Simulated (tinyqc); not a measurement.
Sublattice potential against complex hopping: Haldane model. Computed by the program tinyqc. 

Honeycomb lattice:
```
parameter      value
t1 (eV)     1.690000
t2 (eV)     0.290000
phi (rad)  -0.870000
```

H_AA = delta - 2 t2 sum cos(k.b + phi), H_BB = -delta - 2 t2 sum cos(k.b - phi), H_AB = -t1 (1 + exp(-i k.a1) + exp(-i k.a2)), b = a1, a2 - a1, -a2, m = 3 sqrt3 t2 sin(phi); the sign of the Chern number follows the orientation k1 then k2.

Gaps at the two valleys (eV) and Chern number of the lower band (12 x 12 mesh):
```
delta   gap 2|delta - m|  gap 2|delta + m|  Chern number
-2.073             1.842             6.450             0
-1.497             0.690             5.298             0
-0.691             0.922             3.686             1
0.000              2.304             2.304             1
0.461              3.226             1.382             1
0.864              4.032             0.576             1
1.440              5.184             0.576             0
2.303              6.910             2.302             0
```

Here |m| = 1.1518 eV. For |delta| < |m| the two valleys have masses of opposite sign and the Chern number is +/-1; one gap closes at |delta| = |m|, and beyond it the band is trivial.
